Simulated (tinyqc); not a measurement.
Punch-through p+-n junction, ionisation integral and breakdown: one step of the calculation.

A p+ layer at x < 0 and an n drift layer from x = 0 to L on an n+ substrate. Depletion approximation, built-in voltage neglected. Local ionisation coefficients alpha_n = an exp(-(bn/E)^mx), alpha_p = ap exp(-(bp/E)^mx). Electrons move towards +x, holes towards x = 0.

Question. Ionisation integrals by the trapezoid rule. G(x) = integral from 0 to x of (alpha_n - alpha_p); I_n = integral of alpha_n exp(-G) (electrons injected at x = 0), I_p = integral of alpha_p exp(G(end) - G) (holes injected at the far edge); M = 1/(1 - I). All integrals by the trapezoid rule on the grid.

```
point     x (um)  alpha_n (1/cm)  alpha_p (1/cm)
0      0.0000000       2266.1051       76902.215
1      0.0769231       1422.6718       54406.303
2      0.1538462       858.09751       37362.031
3      0.2307692       494.57318       24805.000
4      0.3076923       270.64481       15845.425
5      0.3846154       139.54259       9683.7524
6      0.4615385       67.161590       5622.9237
7      0.5384615       29.835127       3076.1413
8      0.6153846       12.063505       1569.1902
9      0.6923077       4.3632831       736.82077
10     0.7692308       1.3810964       313.31823
11     0.8461538      0.37197021       118.16262
12     0.9230769     0.082183788       38.462785
13     1.0000000     0.014190321       10.423368
```

Wanted: G; alpha_n exp(-G); I_n; I_p; M_n; M_p.

Answer.

```
point        G  alpha_n exp(-G) (1/cm)
0       0.0000                  2266.1
1      -0.4908                  2324.2
2      -0.8350                  1977.8
3      -1.0689                  1440.3
4      -1.2223                   918.9
5      -1.3189                   521.8
6      -1.3770                   266.2
7      -1.4101                   122.2
8      -1.4278                    50.3
9      -1.4366                    18.4
10     -1.4406                     5.8
11     -1.4423                     1.6
12     -1.4429                     0.3
13     -1.4431                     0.1
```

I_n = 0.067545
I_p = 0.76716
M_n = 1.0724
M_p = 4.2949

Numbers from tinyqc (`OMP_NUM_THREADS=1 python tinyqc.py 2120056 2120057 out.jsonl`; about 0.08 s on one thread of a shared Intel Xeon 2.30GHz).
